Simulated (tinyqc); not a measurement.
Debye-Callaway model of lattice thermal conductivity: one step, computed by the program tinyqc. Command: `OMP_NUM_THREADS=1 python tinyqc.py 3020046 3020047 out.jsonl callaway walk`. One thread of a shared host (Intel(R) Xeon(R) Processor @ 2.30GHz), about 0.01 s of CPU time with the checks.

Three acoustic branches with one velocity v, cut at omega_D = k_B Theta/hbar; x = hbar omega/(k_B T). v and Theta are separate inputs: Theta cuts off the heat-carrying modes, so C need not reach 3 k_B/V. gamma is an effective value that sets the umklapp rate. Heat flows along the film.

Task: Scattering rates at one frequency. Rates: point defects A omega^4; umklapp B omega^2 T exp(-Theta/(b T)) with B = hbar gamma^2/(M v^2 Theta). Film: the bulk time tau of each mode, from the resistive rates above, is multiplied by the Fuchs-Sondheimer factor F = (3/2) int_0^1 (1 - u^2) [1 - (1 - p) (u/d) (1 - E)/(1 - p E)] du, with E = exp(-d/u), d = t/(v tau), by 48 Gauss-Legendre points in z with u = z^4; the boundary rate is defined as 1/(F tau) - 1/tau. The resistive time is tau_R = 1/(boundary + point-defect + umklapp rates), and the free path is v tau_R.

Inputs (values chosen for the exercise, for a model crystal):

| quantity | value | unit |
|---|---|---|
| sound velocity v | 3830 | m/s |
| Debye temperature Theta | 316 | K |
| mean atomic mass M | 116 | u |
| effective Grueneisen parameter gamma | 0.941 | - |
| umklapp exponent divisor b | 3 | - |
| film thickness t | 4.6 | micrometre |
| specularity p | 0.8 | - |
| temperature T | 400 | K |
| probe frequency omega/omega_D | 0.44 | - |

Sample: film. Point defects: isotopes. Normal processes: left out.

Rayleigh coefficient A = 1.893195e-45 s^3

Constants: k_B = 1.380649e-23 J/K; hbar = 1.054571817e-34 J s; u = 1.6605390666e-27 kg.

Give: omega; Rates; tau_R; free path.

Result:

omega = 1.820e+13 rad/s

Rates:

| process | rate (1/s) | rate x tau_R |
|---|---|---|
| boundaries | 6.281e+07 | 0.005750 |
| point defects | 2.079e+08 | 0.01903 |
| umklapp | 1.065e+10 | 0.9752 |

tau_R = 9.155e-11 s

free path = 350.6 nm

The strongest resistive process at this frequency: umklapp, 98 % of the resistive rate.
